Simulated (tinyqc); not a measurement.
Against temperature: two-band model of a narrow-gap semiconductor with electrons and holes. Computed by tinyqc, a small Python program. Command: `OMP_NUM_THREADS=1 python tinyqc.py 3013513 3013514 out.jsonl bipolar walk`. One thread of a shared host (Intel(R) Xeon(R) Processor @ 2.30GHz), about 0.04 s of CPU time with the checks.

Two parabolic bands with acoustic scattering (r = -1/2, a = 0), a gap that does not change with T, and fully ionised dopants. Melting is ignored, so values above the melting point are formal, and kappa_L does not change with T. eta_n = (E_F - E_c)/(k_B T), eta_p = -eta_n - E_g/(k_B T).

Inputs (values chosen for the exercise, modelled on Mg2Si): electron mass m_n = 0.87 m_0; hole mass m_p = 1.4 m_0; electron mobility parameter mu_300,n = 290 cm^2/(V s); hole mobility parameter mu_300,p = 50 cm^2/(V s); temperature exponent p = 1.5; band gap E_g = 0.62 eV; net doping N = 1.3e+19 1/cm^3; lattice thermal conductivity kappa_L = 4.5 W/(m K).

Doping: n-type.

Constants: k_B = 8.617333262e-05 eV/K; m_0 = 9.1093837015e-31 kg; k_B = 1.380649e-23 J/K; hbar = 1.054571817e-34 J s; e = 1.602176634e-19 C.

Method:
- With x = E/(k_B T), a = alpha k_B T (0 for a parabolic band), G = x (1 + a x), D = 1 + 2 a x and <y> = int y f (1 - f) dx, f = 1/(1 + exp(x - eta)): tau = tau_0 G^r/D; transport function s = G^(3/2 + r)/D^2; n = N_0 <G^(3/2)> with N_0 = (2 m k_B T)^(3/2)/(3 pi^2 hbar^3).
- Integrals over x = E/(k_B T) use 160 Gauss-Legendre points in u = sqrt(x) from 0 to sqrt(max(eta, 0) + 32).
- sigma = e mu_0 N_0 <s> with mu_0 = e tau_0/m = mu_300 (T/300 K)^(-p); |S| = (k_B/e)(<x s>/<s> - eta); Lorenz number L = (k_B/e)^2 (<x^2 s>/<s> - (<x s>/<s>)^2); kappa_e = L sigma T; zT = S^2 sigma T/(kappa_L + kappa_e).
- Neutrality: n - p = N, with n = N_0(m_n) <x^(3/2)> at eta_n and p = N_0(m_p) <x^(3/2)> at eta_p.
- Both bands together (these totals replace the one-band zT): sigma = sigma_n + sigma_p; S = (sigma_p |S_p| - sigma_n |S_n|)/sigma; kappa_bip = (sigma_n sigma_p/sigma)(|S_n| + |S_p|)^2 T; kappa_e = (L_n sigma_n + L_p sigma_p) T; zT = S^2 sigma T/(kappa_L + kappa_e + kappa_bip); weak-field R_H = (r_p sigma_p^2/p - r_n sigma_n^2/n)/(e sigma^2), where the Hall factors r_n and r_p are <x^(3/2)> <x^(1/2)>/<s>^2.

The same sample:
```
T (K)  n (1/cm^3)  p (1/cm^3)  sigma (S/cm)  S (microvolt/K)  kappa_bip (W/(m K))       zT  R_H (cm^3/C)
150    1.3000e+19  6.4401e-03        1049.2          -141.43           3.4114e-20  0.06592      -0.52763
200    1.3000e+19  3.0539e+03         723.6          -172.14           8.2521e-15  0.09044      -0.53705
250    1.3000e+19  8.9145e+06         536.6          -197.37           1.4439e-11  0.11076      -0.54333
300    1.3000e+19  1.9997e+09         417.7          -218.67           2.1493e-09  0.12751      -0.54769
350    1.3000e+19  1.0225e+11         336.8          -237.08           7.8199e-08  0.14143      -0.55084
400    1.3000e+19  2.0584e+12         278.9          -253.26           1.1785e-06  0.15310      -0.55319
500    1.3000e+19  1.5294e+14         202.6          -280.70           5.4646e-05  0.17146      -0.55638
600    1.3003e+19  2.9808e+15         155.7          -303.34           7.3374e-04  0.18508      -0.55826
750    1.3065e+19  6.5189e+16         113.0          -330.01           1.0339e-02  0.19896      -0.55649
900    1.3544e+19  5.4374e+17          90.1          -343.82           6.0837e-02  0.20464      -0.53070
1050   1.5387e+19  2.3866e+18          83.0          -335.01           1.9835e-01  0.20247      -0.44776
1200   1.9562e+19  6.5623e+18          88.9          -308.43           4.2032e-01  0.19981      -0.32959
```

Among the rows where S keeps the majority sign, zT is largest at 900 K and |S| at 900 K. Among these rows sigma is least at 1050 K; at higher T thermal pairs outweigh the falling mobility. kappa_bip reaches 0.420 W/(m K) at the last row, 0.0934 times kappa_L.

Extremes, crossings and ranges named in words are read from the listed rows.
